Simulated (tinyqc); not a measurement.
Surface photovoltage measurement of the minority-carrier diffusion length in a wafer: one step, computed by the program tinyqc. Command: `OMP_NUM_THREADS=1 python tinyqc.py 3130249 3130250 out.jsonl spv walk`. One thread of a shared host (Intel(R) Xeon(R) Processor @ 2.30GHz), about 0.01 s of CPU time with the checks.

Low injection, steady light, a depletion layer much thinner than 1/alpha and L. The excess density dn is taken at the front edge of the neutral region; light that reaches the back is lost.

Task: The linear plot. alpha = (84.732/lambda - 76.417)^2 per cm with lambda in micrometre (an empirical fit for silicon between 0.7 and 1.05 micrometre). Thick wafer: dn = Phi L/((S_f + D/L)(L + 1/alpha)). Finite wafer, with s = S_b L/D, w = W/L, a = alpha L: dn = [Phi a/(a^2 - 1)] [a - B - exp(-alpha W)(a - s)/(cosh w + s sinh w)]/(S_f + B D/L), B = (sinh w + s cosh w)/(cosh w + s sinh w). Readings y = (Phi/dn) (1 + noise x g) at 780, 830, 880, 920, 950, 975 and 995 nm; a least-squares line y = c (1/alpha + L_app) gives L_app = intercept/slope.

Inputs (values chosen for the exercise, modelled on p-type silicon at room temperature): diffusion length L = 310 micrometre; wafer thickness W = 775 micrometre; diffusivity D = 29.8 cm^2/s; front recombination velocity S_f = 120 cm/s; back recombination velocity S_b = 160 cm/s; photon flux entering = 5.5e+13 1/(cm^2 s); relative noise of each reading = 0.5 %.

normal deviates g for the noise: [-0.87, 0.34, -0.76, 0.01, 1.56, -0.57, -0.06]

Give: the table «Readings» with the columns 1/alpha (micrometre), y (cm/s), line (cm/s), for lambda (nm) = 780, 830, 880, 920, 950, 975, 995; slope; apparent length L_app; error of L_app (rounded to 0.001).

Result:

Readings:
```
lambda (nm)  1/alpha (micrometre)  y (cm/s)  line (cm/s)
780                           9.6      1100         1105
830                          15.2      1126         1124
880                          25.3      1154         1158
920                          40.7      1211         1210
950                          61.3      1291         1280
975                          90.9      1377         1381
995                         130.9      1515         1517
```

slope = 3.396 cm/(s micrometre)

apparent length L_app = 315.7 micrometre

error of L_app (rounded to 0.001) = 1.837 %

Without noise the error would be +2.3 %, from the finite thickness at W/L = 2.5. S_f scales all readings alike and leaves L_app unchanged.
